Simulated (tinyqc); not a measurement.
Changing the equivalent oxide thickness t: ballistic transport through the one-dimensional subbands of a rectangular nanowire or nanosheet channel. Computed by tinyqc, a small Python program. Command: `OMP_NUM_THREADS=1 python tinyqc.py 3004737 3004738 out.jsonl wire sweep`. One thread of a shared host (Intel(R) Xeon(R) Processor @ 2.30GHz), about 0.05 s of CPU time with the checks.

Hard walls, parabolic subbands, transport along x. Energies are counted from the bulk conduction band edge at the top of the barrier, which the gate pulls down by U; the source Fermi level lies at the bulk edge when U = 0.

Inputs (values chosen for the exercise, modelled on silicon): light mass m_t = 0.19 m_0; heavy mass m_l = 0.912 m_0; height a = 3.6 nm; width b = 4.6 nm; gate voltage above flat band V_G = 0.61 V; drain voltage V_D = 0.01 V; temperature T = 300 K.

Valleys: silicon [100] wire.

Constants: hbar^2/(2 m_0) = 3.80998212 eV angstrom^2; k_B = 8.617333262e-05 eV/K; m_0 = 9.1093837015e-31 kg; k_B = 1.380649e-23 J/K; hbar = 1.054571817e-34 J s; eps_0 = 8.8541878128e-12 F/m; e = 1.602176634e-19 C; h = 6.62607015e-34 J s.

Method:
- E_pq = (hbar^2 pi^2/2)(p^2/(m_y b^2) + q^2/(m_z a^2)); valley pairs: (m_x, m_y, m_z) = (m_t, m_t, m_l), (m_t, m_l, m_t), (m_l, m_t, m_t), each with degeneracy g = 2; the 10 lowest subbands are kept.
- F_j(eta) = (1/Gamma(j + 1)) int_0^infinity x^j/(1 + exp(x - eta)) dx, F_0 = ln(1 + exp(eta)). Integrals over x = E/(k_B T) use 160 Gauss-Legendre points in u = sqrt(x) from 0 to sqrt(max(eta, 0) + 32).
- With degeneracy g = 2, eta_i = (U - E_i)/(k_B T) and u = e V_D/(k_B T): line density n = sum_i g sqrt(2 m_x k_B T/pi)/(2 hbar) [F_-1/2(eta_i) + F_-1/2(eta_i - u)]; gate: e n = C_ox (V_G - U/e), C_ox = 3.9 eps_0 2 (a + b)/t (flat-plate estimate); I = (2 e k_B T/h) sum_i g [F_0(eta_i) - F_0(eta_i - u)].

One run for each value:
```
equivalent oxide thickness t (nm)  ballistic current I (microampere)  line density n (1/nm)  U (meV)
0.40                                                          6.1337                 3.1407   254.58
0.57                                                          5.0445                 2.3418   232.36
0.82                                                          4.0106                 1.7173   211.62
1.20                                                          3.1101                 1.2329   191.45
1.70                                                          2.4456                 0.9056   174.45
2.40                                                          1.9117                 0.6641   159.10
3.50                                                          1.4429                 0.4706   143.98
5.00                                                          1.0912                 0.3386   131.09
```

Describe and explain the trends.

Over the rows, ballistic current I (microampere) falls from 6.13 to 1.09 (exponent d ln y / d ln x -0.55 between the first rows and -0.78 between the last); line density n (1/nm) falls from 3.14 to 0.339 (exponent d ln y / d ln x -0.83 between the first rows and -0.92 between the last); U (meV) falls from 255 to 131 (exponent d ln y / d ln x about -0.26 throughout). Thinning the oxide by a factor 12.5 raises n by 9.28 and the current by 5.62. The charge lags because part of V_G goes into U (quantum capacitance and subband energy). The current lags the charge, since it counts the modes open within the bias window, not the carriers.
